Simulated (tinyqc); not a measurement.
Scale length and length offset from two DIBL values.

Problem. DIBL = exp(-Le/(2 l)) + 2 exp(-Le/l) with Le = L - dL. Find l, dL and the drawn length for a DIBL of 100 mV/V.

DIBL at drawn lengths 160 and 240 nm (mV/V): 69.621446  14.477043

Solution. With e = exp(-Le/(2 l)), 2 e^2 + e = DIBL gives e and so Le/l at each length; Le/l is a straight line in L with slope 1/l.

l = 27.0 nm
dL = 9.80 nm
length for 100 mV/V = 143 nm

Computed by the program tinyqc: `OMP_NUM_THREADS=1 python tinyqc.py 2002144 2002145 out.jsonl`, one thread of a shared Intel Xeon 2.30GHz, about 0.01 s for the whole run.
